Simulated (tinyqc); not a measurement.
Low-temperature mobility of a two-dimensional electron gas with static screening: one step, computed by the program tinyqc.

One subband is filled, the gas is degenerate and scatters at the Fermi circle; one permittivity serves on both sides of the interface. All formulas are in SI units, masses times m_0. Piezoelectric and polar phonons are left out, and n_s is taken as set by a gate, independent of N_i.

Question. The integrands at a few angles. Form factors of a sheet of zero thickness: G(q) = 1, P(q) = exp(-q d). Dielectric function eps(q) = 1 + q_TF G(q)/q, with q = 2 k_F sin(theta/2). Roughness: <|U|^2> = (e F)^2 S(q), S = pi Delta^2 Lambda^2 exp(-q^2 Lambda^2/4). Remote charges: <|U|^2> = N_i [e^2 P(q)/(2 eps eps_0 q)]^2. The last two columns are (m/(pi hbar^3)) <|U|^2>/eps(q)^2.

Inputs (values chosen for the exercise, modelled on a silicon inversion layer):

| quantity | value | unit |
|---|---|---|
| in-plane mass m | 0.195 | m_0 |
| permittivity eps | 11.6 | - |
| roughness height Delta | 0.57 | nm |
| correlation length Lambda | 9.7 | nm |
| remote charge density N_i | 1.5e+12 | 1/cm^2 |
| distance d of the charges from the interface | 0.75 | nm |

Wave function: ideal sheet. Roughness spectrum: Gaussian.

k_F = 0.5576896 1/nm

q_TF = 1.270678 1/nm

effective field F = 0.7757506 MV/cm

Constants: m_0 = 9.1093837015e-31 kg; hbar = 1.054571817e-34 J s; e = 1.602176634e-19 C; eps_0 = 8.8541878128e-12 F/m.

Give: Integrands (1e9/(s rad)).

Answer.

Integrands (1e9/(s rad)):

| theta (degrees) | q (1/nm) | G | eps(q) | roughness | remote charges |
|---|---|---|---|---|---|
| 5 | 0.049 | 1 | 27.12 | 9.200e+02 | 6031 |
| 15 | 0.146 | 1 | 9.73 | 4.591e+03 | 4526 |
| 30 | 0.289 | 1 | 5.40 | 3.452e+03 | 3012 |
| 60 | 0.558 | 1 | 3.28 | 4.424e+01 | 1463 |
| 90 | 0.789 | 1 | 2.61 | 4.637e-02 | 816 |
| 135 | 1.030 | 1 | 2.23 | 2.036e-06 | 455 |
| 180 | 1.115 | 1 | 2.14 | 3.054e-08 | 372 |
